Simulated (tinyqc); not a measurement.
Random telegraph noise from one oxide trap in a small MOSFET: two steps of the calculation.

An acceptor-like trap exchanges electrons with the channel. Inversion charge Q = Cox u, u = n Vt W0(exp((Vg - VT)/(n Vt))), W0 the Lambert function, n = nf, Cox = eps0 eox/tox; linear regime Id = (W/L) mu Q Vd. Relative to threshold the surface potential rises by Vt ln(u/u0) and the oxide voltage by the rest of Vg - VT, with u0 = n Vt W0(1).

Values chosen for this exercise; values of the order met in silicon transistors: temperature T = 300 K; relative permittivity of the gate insulator (close to silicon dioxide) eox = 3.9; insulator thickness tox = 4.4 nm; depth of the trap from the channel interface xt = 1.1 nm; body factor nf = 1.1; gate width W = 180 nm; gate length L = 29 nm; mobility mu = 150 cm^2/(V s); scattering coefficient of the charged trap asc = 0 V s; drain voltage Vd = 0.05 V.

Constants: q = 1.602176634e-19 C, kB = 1.380649e-23 J/K, Vt = kB T/q, eps0 = 8.8541878128e-14 F/cm where lengths are in cm. Results are converted to the units shown.

Task 1. Step height. A = W L; threshold step dV = q (1 - xt/tox)/(Cox A); gm/Id = 1/(u + n Vt); relative step dI/I = (gm/Id) dV + asc mu/A. Id as defined.

u = 0.47965445 V
N = 2.3495178e12 cm^-2

Find: electrons in the channel N A; dV; gm/Id; number part of dI/I; dI/I; Id; dI.

Result 1.

electrons in the channel N A = 122.64
dV = 2.9332 mV
gm/Id = 1.9681 1/V
number part of dI/I = 0.57730 %
dI/I = 0.57730 %
Id = 17.524 uA
dI = 101.16 nA

Task 2. Lorentzian spectrum. Spectrum S(f) = 4 dI^2/{(tc + te)[(1/tc + 1/te)^2 + (2 pi f)^2]}; corner fc = (1/tc + 1/te)/(2 pi); variance dI^2 tc te/(tc + te)^2. Give S at f = 0, at fc and at 10 fc.

tc = 77.698537 s
te = 97.155825 s
dI = 101.16338 nA

Find: fc; S(0); S(fc); S(10 fc); rms current.

Result 2.

fc = 0.003687 Hz
S(0) = 4.364e-13 A^2/Hz
S(fc) = 2.182e-13 A^2/Hz
S(10 fc) = 4.320e-15 A^2/Hz
rms current = 50.27 nA

The rms value is 0.497 of the step; it reaches its largest share, 1/2, when tc = te.

Range of the model: VT is taken as given; short-channel effects and the uneven flow of current among few electrons are left out.

tinyqc, about 0.01 s, one thread, Intel Xeon 2.30GHz (shared host): `OMP_NUM_THREADS=1 python tinyqc.py 2710042 2710043 out.jsonl`
